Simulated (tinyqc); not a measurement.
# Resistance of a source-drain extension with a graded tip: what changes with what

y runs along the channel, the gate covers y > 0. The doping is N0 for y < y0 and N0 10^(-(y - y0)/la) beyond, uniform over the depth xj. Sheet conductance s(y) = q mu(N) max(N - Nch, 0) xj + (for y > 0) ma Cox Vo, with mu(N) = u0 + (u1 - u0)/(1 + (N/Nr)^au) and Cox = eps0 eox/tox. Current is taken as one-dimensional; depletion of the tip, spreading and the contact are left out. The metallurgical junction lies at yj, where N = Nch.

Inputs (values chosen for the exercise); mobility law close to that of holes in silicon:
- eox = 3.9 (relative permittivity of the gate insulator (close to silicon dioxide))
- tox = 2.1 nm (insulator thickness)
- N0 = 7.9e19 cm^-3 (active doping of the extension far from the gate)
- la = 4.4 nm/decade (lateral abruptness)
- y0 = -0.5 nm (position under the gate where the fall begins (gate edge at 0))
- xj = 26 nm (depth of the extension)
- Nch = 5.4e17 cm^-3 (channel doping)
- Ls = 17 nm (spacer length)
- Vo = 0.69 V (gate overdrive)
- ma = 76 cm^2/(V s) (mobility of the gate-induced layer)
- u1 = 470.5 cm^2/(V s) (mobility at low doping)
- u0 = 44.9 cm^2/(V s) (mobility at high doping)
- Nr = 2.23e17 cm^-3 (reference doping)
- au = 0.719 (exponent)
- Lg = 90 nm (gate length)

Constants: q = 1.602176634e-19 C, eps0 = 8.8541878128e-14 F/cm where lengths are in cm. Results are converted to the units shown.

Each table varies one quantity; the others keep the values above.

## Abruptness at a fixed junction position

R_spacer = integral of dy/s from -Ls to 0, R_ov from 0 to yj, R_channel = (Lg - 2 yj)/(ma Cox Vo), R_total = 2 R_spacer + 2 R_ov + R_channel. Electrical length L_eff = ma Cox dR_total/d(1/Vo); R_series = R_total - L_eff/(ma Cox Vo). y0 is moved with la so that yj stays at 9.0270 nm.

The same in every row: yj (nm) = 9.027; R_channel (ohm um) = 834.4.

Abruptness at a fixed junction position:
```
la (nm/decade)  R_spacer (ohm um)  R_ov (ohm um)  R_total (ohm um)  L_eff (nm)  R_series (ohm um)
1                           10.19          13.19             881.1       72.88              35.97
2.3                         10.19          23.65             902.0       74.03              43.54
3.6                         10.19          34.11             923.0       75.18              51.10
4.9                         10.59          44.22             944.0       76.32              58.85
6.1                         13.17          51.75             964.2       77.32              67.51
7.4                         18.61          58.10             987.8       78.29              79.79
8.7                         26.53          63.04              1013       79.15              95.61
10                          36.57          67.00              1041       79.90              115.0
```

What does the comparison show, and why?

As la goes from 1 to 10 nm/decade, R_total rises from 881 to 1040 ohm um, R_spacer rises from 10.2 to 36.6 ohm um and R_ov rises from 13.2 to 67.0 ohm um. R_total changes on average by 17.8 ohm um for each nm/decade. L_eff exceeds the metallurgical length by 0.930 nm in the first row and 7.95 nm in the last, since the gate also controls the lightly doped tips.

## Effect of the depth of the extension

Same model as above.

The same in every row: yj (nm) = 9.027; R_channel (ohm um) = 834.4.

Effect of the depth of the extension:
```
xj (nm)  R_spacer (ohm um)  R_ov (ohm um)  R_total (ohm um)  L_eff (nm)  R_series (ohm um)
4                    66.47          74.96              1117       81.98              166.5
5.6                  47.48          69.10              1067       80.76              130.9
7.7                  34.53          63.24              1030       79.62              106.5
11                   24.17          56.49             995.7       78.41              86.39
15                   17.72          50.61             971.0       77.42              73.15
21                   12.66          44.35             948.4       76.45              61.81
29                   9.168          38.61             929.9       75.62              52.95
40                   6.647          33.23             914.1       74.90              45.48
```

Read the table: what changes, and by how much?

As xj goes from 4 to 40, R_total falls from 1120 to 914 ohm um, L_eff falls from 82.0 to 74.9 nm and R_series falls from 167 to 45.5 ohm um.

Computed by the program tinyqc: `OMP_NUM_THREADS=1 python tinyqc.py 2282009 2282010 out.jsonl`, one thread of a shared Intel Xeon 2.30GHz, about 0.03 s for the whole run.
